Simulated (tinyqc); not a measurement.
# Well width for a wanted wavelength

Question. The layer is x parts of the first compound and 1 - x of the second, grown coherently on the second as substrate and barrier. Rows of the table: lattice constant a, average valence level Ea on an absolute scale, spin-orbit splitting so, gaps at Gamma, X and L, hydrostatic deformation potentials av and ac (Gamma), shear potential b, elastic constants, electron and heavy-hole (along z) masses. All are interpolated linearly in x; gaps get -C x (1 - x), taken wholly in the conduction band; real line-ups can differ from this model by 0.1 eV or more. In-plane strain e = (a_substrate - a)/a, e_z = -2 (c12/c11) e, volume change 2 e + e_z. With v = 2 e + e_z and d = 2 b (e_z - e): Eav = Ea + av v; E_hh = Eav + so/3 - d/2; E_lh = Eav - so/6 + d/4 + sqrt(so^2 + so d + 9 d^2/4)/2; E_c = Ea + so/3 + EG + ac v (Gamma). Substrate: E_v = Ea + so/3, E_c = E_v + EG. Well depths: dEc = E_c(substrate) - E_c, dEhh = E_hh - E_v(substrate), dElh likewise; strained Gamma gap E_c - max(E_hh, E_lh); positive values confine carriers in the layer. Lowest level of a finite well of width Lw and depth V: kw Lw/2 = arctan(sqrt((mw/mb)(V - E)/E)), kw = sqrt(mw E/C), C = hbar^2/(2 m0), for electrons (dEc) and heavy holes (dEhh), mb from the substrate; transition E_c - E_hh + both levels, without exciton binding; wavelength h c/E. Find Lw and the two levels.

Parameters, values chosen for the exercise: fraction of the first compound in the layer x = 0.32; bowing of the Gamma gap CG = 0.477 eV; bowing of the X gap CX = 1.4 eV; bowing of the L gap CL = 0.33 eV.

Constants: q = 1.602176634e-19 C, hbar = 1.054571817e-34 J s, h = 6.62607015e-34 J s, m0 = 9.1093837015e-31 kg, c = 299792458 m/s, hbar^2/(2 m0) = 0.0380998212 eV nm^2. Results are converted to the units shown.

Binary compounds, values chosen for the exercise:
```
              close to InAs  close to GaAs
a (angstrom)          6.058          5.653
Ea (eV)               -6.67          -6.92
so (eV)               0.374          0.336
EG (eV)               0.352           1.41
EX (eV)                1.37           1.91
EL (eV)                1.08           1.71
av (eV)               0.997           1.16
ac (eV)               -5.11          -7.24
b (eV)                -1.83          -1.71
c11 (GPa)              83.3            119
c12 (GPa)              45.6           53.5
me (m0)              0.0228         0.0661
mh (m0)               0.335          0.354
```

wavelength = 999.43798 nm

Answer. Both levels fall steadily as the well widens, so the wavelength rises steadily and one width matches.

Lw = 3.00 nm
electron level = 124 meV
heavy-hole level = 44.3 meV

tinyqc, about 0.01 s, one thread, Intel Xeon 2.30GHz (shared host): `OMP_NUM_THREADS=1 python tinyqc.py 2690131 2690132 out.jsonl`
